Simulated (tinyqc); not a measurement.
Inside a calculation. Model: surface potential of a MOS transistor: implicit equation and explicit approximations.

tinyqc, about 0.01 s, one thread, Intel Xeon 2.30GHz (shared host): `OMP_NUM_THREADS=1 python tinyqc.py 2122126 2122127 out.jsonl` Printed values are rounded.

p-type body, charge-sheet picture, depletion and inversion only, full ionisation (an idealisation for deep acceptors), Boltzmann statistics (rough once Na exp(x - xn) passes about Nc/7). In units of Vt: xg = (Vg - Vfb)/Vt, x = psi/Vt, G = gamma/sqrt(Vt), xn = (2 phiF + Vc)/Vt. The implicit equation is (xg - x)^2 = G^2 [x - 1 + exp(x - xn)] for x above about 3. Cox = eps0 eox/tox.

Parameters, values chosen for the exercise; band and dielectric values those of a made-up semiconductor: temperature T = 250 K; band gap Eg = 0.869 eV; relative permittivity eps_r = 11; conduction-band density of states at T Nc = 1.96e19 cm^-3; valence-band density of states at T Nv = 1.76e19 cm^-3; relative permittivity of the gate insulator (close to silicon dioxide) eox = 3.9; insulator thickness tox = 1.4 nm; acceptor density Na = 4e16 cm^-3; flat-band voltage Vfb = -0.37 V; channel-body voltage Vc = 0 V; gate-body voltage Vg = 0.16 V.

Constants: q = 1.602176634e-19 C, kB = 1.380649e-23 J/K, Vt = kB T/q, eps0 = 8.8541878128e-14 F/cm where lengths are in cm. Results are converted to the units shown.

## Scales

ni = sqrt(Nc Nv) exp(-Eg/(2 Vt)), Eg in volts; phiF = Vt ln(Na/ni); gamma = sqrt(2 q eps0 eps_r Na)/Cox; VT = Vfb + Vt (xn + G sqrt(xn - 1)).

phiF = 0.302211 V
gamma = 0.0452987 V^0.5
G = 0.308624
xn = 28.0561
VT = 0.269006 V
xg = 24.6016

## Explicit approximation

Depletion value a = 1 + [sqrt(G^2/4 + xg - 1) - G/2]^2; inversion value b = xn + ln[(xg - xn)^2/G^2 - xn + 1] and first guess y = min(a, b) - ln(1 + exp(-|a - b|)) if a > xn + 1, else b = y = a; one second-order correction with D = exp(y - xn), p = 2 (xg - y) + G^2 (1 + D), w = (xg - y)^2 - G^2 (y - 1 + D): z = y + 2 w/(p + sqrt(p^2 - 2 (2 - G^2 D) w)), or the Newton step z = y + w/p where the root is not real.

a = 23.1491
b = 23.1491
y = 23.1491
p = 3.00089
w = -7.04317e-4
z = 23.1489

The root of the implicit equation is x = 23.1489; y misses it by 2.3e-4 and z by 0, in units of Vt.

## Starting value

x = a rounded to two decimals.

x at the start = 23.15

## Iteration 1: new x

D = exp(x - xn), f = (xg - x)^2 - G^2 (x - 1 + D), f' = -2 (xg - x) - G^2 (1 + D), x(new) = x - f/f'.

D = 0.00740111
f = -0.00338005
f' = -2.99911
x after iteration 1 = 23.1489

## Iteration 2: new x

As before.

D = 0.00739278
f = 1.26972e-6
f' = -3.00136
x after iteration 2 = 23.1489

## Course of the iteration

Stop when the step is below 1e-11, or after 60 iterations.

Course of the iteration:
```
iteration  x before the step      step
1                      23.15  -1.13e-3
2                    23.1489   4.23e-7
3                    23.1489  6.04e-14
```

Converged in 3 iterations.

## Potential, charges and gate control

converged x = 23.1489

psi = Vt x; N_dep = Cox Vt G sqrt(x - 1)/q; N_inv = (Cox Vt G/q) [sqrt(x - 1 + exp(x - xn)) - sqrt(x - 1)]; dpsi/dVg = 1/[1 + G^2 (1 + exp(x - xn))/(2 (xg - x))].

psi = 0.498704 V
N_dep = 4.81718e11 cm^-2
N_inv = 8.0386e7 cm^-2
dpsi/dVg = 0.968030

psi lies 4.9 Vt below 2 phiF + Vc.
